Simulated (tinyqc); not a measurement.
A double barrier with mass mismatch, transfer matrices: two steps of the calculation.

One electron of energy E comes from the left lead (band edge 0); no transverse momentum. Parabolic bands, masses in units of m0, C = hbar^2/(2 m0); psi and psi'/m are continuous at every interface. Barrier d1, well Lw, barrier d2; the right lead equals the left one.

Task 1. Product of the matrices. The matrix of the later layer stands to the left: M = M_n ... M_2 M_1; det M = 1.

M of layer 1:
```
            1           2
1  0.57648714  0.14097269
2  -4.7361128  0.57648714
```

M of layer 2:
```
             1             2
1  -0.39584605  -0.027472294
2    30.696596   -0.39584605
```

M of layer 3:
```
            1            2
1  0.82044853  0.098637070
2  -3.3138069   0.82044853
```

Give: M.

Result 1.

M:
```
       1       2
1  1.850  0.3456
2  16.38   3.601
```

Task 2. Transmission and reflection. The matrix M carries (psi, psi'/m) across the stack, and v = k/m in each lead. psi = 1 + r at the left edge (incident amplitude 1) and t at the right edge. With det M = 1, a = i vR M11 - M21 and b = -vL vR M12 - i vL M22: t = 2 i vL/(a - b), r = -(a + b)/(a - b), T(E) = (vR/vL) |t|^2, R(E) = |r|^2.

M:
```
           1           2
1  1.8499462  0.34555359
2  16.382014   3.6005717
```

vL = 33.427019 1/nm
vR = 33.427019 1/nm

Find: t; r; T(E); R(E).

Result 2.

t = 0.07169+0.14549i
r = 0.93867-0.30428i
T(E) = 0.026307
R(E) = 0.97369

T(E) + R(E) = 1: the current is conserved.

Range of the model: Masses are held fixed, although real bands cease to be parabolic a few tenths of an eV from their edges (inside a barrier too).

Computed by the program tinyqc: `OMP_NUM_THREADS=1 python tinyqc.py 2560119 2560120 out.jsonl`, one thread of a shared Intel Xeon 2.30GHz, about 0.06 s for the whole run.
